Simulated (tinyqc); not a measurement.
Worked calculation: coupled-perturbed Hartree-Fock on RHF in the 3-21g basis, for H-, spin multiplicity 1. The basis has no diffuse functions, so it cannot describe the extra electron: this is an exercise in the method, not the real anion. The polarisability along this axis is zero because the basis has no function that the field can mix in; the real value is not. One step of it, computed by the program tinyqc.

Task: Iteration 9 (converged): orbitals. Diagonalise F' = X^T F X, C = X C', fill 1 alpha and 1 beta electrons from the bottom; D = 2 C_occ C_occ^T. Each column has its largest component positive (the first on a tie).

converged F (hartree), order 1H 1s, 1H 2s:
```
[[0.754879, -0.113830],
 [-0.113830, 0.116972]]
```

X, order 1H 1s, 1H 2s:
```
[[1.229980, -0.450512],
 [-0.450512, 1.229980]]
```

Give: F' = X^T F X; orbital energies; coefficients C; D after iteration 9.

Result:

F' = X^T F X (hartree):
```
[[1.2919, -0.6784],
 [-0.6784, 0.4563]]
```

orbital energies (hartree): [0.0774, 1.6709]

coefficients C, order 1H 1s, 1H 2s:
```
[[0.2065, 1.2935],
 [0.8541, -0.9931]]
```

D after iteration 9, order 1H 1s, 1H 2s:
```
[[0.0853, 0.3528],
 [0.3528, 1.4590]]
```
